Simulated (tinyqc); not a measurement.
Strain and the order of the valence edges: six-band k.p model of the valence band of a wurtzite crystal.

At k = 0: E1 = D1c + D2c + Te + Le (pure HH); E2, E3 = Le + u +/- sqrt(u^2 + 2 D3c^2), u = (D1c - D2c + Te)/2, D1c = Dcr, D2c = D3c = Dso/3. The weight of LH in state 2 is fL = (E2 - Le)^2/((E2 - Le)^2 + 2 D3c^2). Relative strengths of transitions to the conduction band: for E perpendicular to c (TE) 1/2, fL/2, (1 - fL)/2; for E along c (TM) 0, 1 - fL, fL, with one momentum element for both directions.

Strain of a c-plane layer: exx = eyy = e_par, ezz = -2 (C13/C33) e_par; Le = D1 ezz + D2 (exx + eyy), Te = D3 ezz + D4 (exx + eyy).

Conduction edge: Ec = (top of the unstrained valence band) + Eg + (a1 + D1) ezz + (a2 + D2)(exx + eyy).
Constants: kB = 8.617333262e-05 eV/K.

Inputs chosen for the exercise (near those of AlGaN; shifted at random, so the results belong to these values and not to a real crystal): Dcr = -0.0363 eV (crystal-field splitting); Dso = 0.0175 eV (spin-orbit splitting); Eg = 4.266 eV (direct gap at Gamma from the top of the unstrained valence band); a1 = -4.45 eV (gap potential along c); a2 = -11.49 eV (gap potential in the plane); D1 = -7.35 eV; D2 = 5.23 eV; D3 = 8.13 eV; D4 = -3.98 eV; C13 = 101 GPa; C33 = 378 GPa; T = 400 K (temperature).

Edges from the unstrained top. Degree of polarisation (TE - TM)/(TE + TM), each state weighted by exp(E/kT) alone (equal densities of states).

Results:

| e_par (%) | E1 (meV) | E2 (meV) | E3 (meV) | fL | lowest transition (eV) | polarisation |
|---|---|---|---|---|---|---|
| -0.80 | -48.7 | -59.2 | -117.8 | 0.980 | 4.3644 | 0.709 |
| -0.60 | -44.5 | -54.2 | -89.9 | 0.944 | 4.3478 | 0.490 |
| -0.40 | -40.4 | -46.6 | -64.5 | 0.697 | 4.3312 | 0.183 |
| -0.20 | -36.2 | -27.1 | -51.1 | 0.136 | 4.3055 | -0.166 |
| 0.00 | -32.0 | 0.0 | -45.2 | 0.034 | 4.2660 | -0.478 |
| 0.20 | -27.9 | 28.2 | -40.5 | 0.015 | 4.2253 | -0.702 |
| 0.40 | -23.7 | 56.7 | -36.1 | 0.008 | 4.1844 | -0.840 |
| 0.80 | -15.4 | 114.0 | -27.5 | 0.003 | 4.1023 | -0.958 |

Give the missing row, e_par (%) = 0.60.

Computed row:
```
e_par (%)  E1 (meV)  E2 (meV)  E3 (meV)     fL  lowest transition (eV)  polarisation
0.60          -19.5      85.4     -31.8  0.005                  4.1434        -0.917
```

E1 = E2 requires Dcr + Te = 0, which here falls at e_par = -0.30 %, inside the sweep: state 1 is on top for smaller e_par and state 2 beyond. The polarisation goes from +0.71 to -0.96 and changes sign between -0.40 and -0.20 %; the lowest transition moves by -164 meV per 1 % on average.

tinyqc: `OMP_NUM_THREADS=1 python tinyqc.py 1050972 1050973 out.jsonl`; about 0.01 s, one thread, shared Intel(R) Xeon(R) Processor @ 2.30GHz.
